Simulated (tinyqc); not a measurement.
Electron-beam lithography: double-Gaussian proximity function, edge placement and dose correction for parallel lines: one step, computed by the program tinyqc. Command: `OMP_NUM_THREADS=1 python tinyqc.py 3110064 3110065 out.jsonl proximity walk`. One thread of a shared host (Intel(R) Xeon(R) Processor @ 2.30GHz), about 0.01 s of CPU time with the checks.

Lines are infinitely long. Absorbed energy is counted so that the middle of a very large area written at dose 1 receives 1; the resist develops where it exceeds 1/2.

Problem. Dose correction. Uncorrected edge energies are M 1. Solve M d = 1/2 for the doses d that put the mean edge energy of every line at the threshold.

M, rows 1, 2, 3, 4:
```
[[0.3249079, 0.0051324, 0.0321863, 0.0050099],
 [0.0083843, 0.3216321, 0.0339674, 0.0054621],
 [0.0074824, 0.0048313, 0.3523329, 0.0063091],
 [0.0064605, 0.0043120, 0.0350277, 0.3230119]]
```

Give: edge energies at dose 1; corrected doses; largest over smallest dose.

Solution.

edge energies at dose 1: 1 0.3672, 2 0.3694, 3 0.3710, 4 0.3688

corrected doses: 1 1.363, 2 1.354, 3 1.347, 4 1.356

largest over smallest dose = 1.012
